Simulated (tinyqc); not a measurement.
Solubility, supersaturation, precipitation and gettering of an impurity in a silicon-like host: one step, computed by the program tinyqc. Command: `OMP_NUM_THREADS=1 python tinyqc.py 3009754 3009755 out.jsonl ripen walk`. One thread of a shared host (Intel(R) Xeon(R) Processor @ 2.30GHz), about 0.01 s of CPU time with the checks.

The wafer was saturated at T1 and is then held at T.

Task: Solubility, diffusivity, supersaturation. C_eq(T) = N0 exp(S/k_B - H/(k_B T)); D(T) = D0 exp(-Q/(k_B T)); C0 = C_eq(T1). Supersaturation s = C0/C_eq(T); critical radius r* = 2 gamma/(C_p k_B T ln s); barrier W* = (4 pi/3) gamma r*^2. Strain energy is left out.

Inputs (values chosen for the exercise, modelled on iron in silicon):

| quantity | value | unit |
|---|---|---|
| site density N0 | 5e+22 | 1/cm^3 |
| enthalpy of solution H | 2.95 | eV |
| entropy of solution S | 7.5 | k_B |
| diffusion prefactor D0 | 0.00083 | cm^2/s |
| migration energy Q | 0.653 | eV |
| temperature of saturation T1 | 1400 | K |
| anneal temperature T | 864 | K |
| impurity density in the precipitate C_p | 2.4e+22 | 1/cm^3 |
| interface energy gamma | 0.61 | J/m^2 |

Constants: k_B = 8.617333262e-05 eV/K; k_B = 1.380649e-23 J/K.

Give: C0; C_eq(T); D(T); supersaturation s; critical radius r*; W*/(k_B T).

Result:

C0 = 2.171e+15 1/cm^3

C_eq(T) = 5.605e+08 1/cm^3

D(T) = 1.288e-07 cm^2/s

supersaturation s = 3.873e+06

critical radius r* = 0.2809 nm

W*/(k_B T) = 16.90

Caution: the barrier to homogeneous nucleation is below 35 k_B T for these inputs, so new precipitates would form and outnumber the fixed sinks assumed here. Caution: a critical radius of atomic size is outside the capillary model.
